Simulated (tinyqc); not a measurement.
On-chip interconnect, size-dependent resistivity and RC delay: two metals against line width.

A rectangular line between two neighbours and two ground planes. Surface and grain-boundary scattering are added to the bulk resistivity as corrections; capacitances are parallel-plate values without fringing; inductance is ignored.

Metal width x = wd - 2 tl, height y = AR wd - tl; grain boundaries (Mayadas-Shatzkes): al = (lam/(gr x)) Rg/(1 - Rg), g = 1/[1 - 3 al/2 + 3 al^2 - 3 al^3 ln(1 + 1/al)] - 1; surfaces (Fuchs-Sondheimer, thick limit): s = (3/8) lam (1 - ps)(1/x + 1/y); rho = rho0 (1 + g + s); r = rho/(x y). The second metal has rho2, lam2 and tl2 in place of rho0, lam and tl; ps, Rg, gr and AR are shared.

Values chosen for this exercise; metal values close to those of copper:
- rho0 = 1.66 uohm cm (bulk resistivity)
- lam = 38.9 nm (bulk mean free path)
- ps = 0.3 (specular share of surface scattering)
- Rg = 0.4 (reflection coefficient of grain boundaries)
- gr = 1 (grain size over the metal width)
- AR = 1.5 (aspect ratio, height over width)
- tl = 2.1 nm (liner on both walls and the bottom, not conducting)
- sp = 26 nm (space to the neighbouring lines)
- hd = 25 nm (dielectric height to the planes above and below)
- ek = 2.5 (relative permittivity of the dielectric)
- Mf = 0 (Miller factor of the neighbours)
- rho2 = 5.38 uohm cm (bulk resistivity of the second metal (close to molybdenum))
- lam2 = 11.2 nm (mean free path of the second metal)
- tl2 = 0.3 nm (liner of the second metal)

Constants: eps0 = 8.8541878128e-12 F/m. Results are converted to the units shown.

Results:

| wd (nm) | rho, first (uohm cm) | rho, second (uohm cm) | r, first (ohm/um) | r, second (ohm/um) | ratio second/first |
|---|---|---|---|---|---|
| 6.5 | 36.31 | 19.07 | 2.064e4 | 3420 | 0.1657 |
| 8 | 23.04 | 16.35 | 6125 | 1888 | 0.3083 |
| 10 | 15.89 | 14.06 | 2124 | 1017 | 0.4790 |
| 13 | 11.18 | 12.00 | 730.0 | 503.9 | 0.6903 |
| 17 | 8.281 | 10.41 | 276.5 | 252.0 | 0.9113 |
| 22 | 6.468 | 9.258 | 117.6 | 132.3 | 1.125 |
| 30 | 5.011 | 8.221 | 45.27 | 62.55 | 1.382 |
| 70 | 3.005 | 6.601 | 4.438 | 9.085 | 2.047 |
| 120 | 2.434 | 6.095 | 1.181 | 2.841 | 2.405 |

Estimate the missing row, wd = 45 nm.

Computed row:

| wd (nm) | rho, first (uohm cm) | rho, second (uohm cm) | r, first (ohm/um) | r, second (ohm/um) | ratio second/first |
|---|---|---|---|---|---|
| 45 | 3.804 | 7.275 | 14.26 | 24.38 | 1.710 |

With this row back in the table: The resistivity of the first metal falls from 36.3 to 2.43 uohm cm and that of the second goes from 19.1 to 6.09 uohm cm as the line widens. The products rho0 lam, which set the size effect, are 64.6 and 60.3 uohm cm nm. The two resistances cross at wd = 18.9 nm: below it the second metal gives the lower line resistance. For widths well under the mean free path the thick-limit surface term is only a guide.

Range of the model: The metal width is under the mean free path, where the thick-limit surface term and the simple sum of corrections lose accuracy.

Numbers from tinyqc (`OMP_NUM_THREADS=1 python tinyqc.py 2100045 2100046 out.jsonl`; about 0.01 s on one thread of a shared Intel Xeon 2.30GHz).
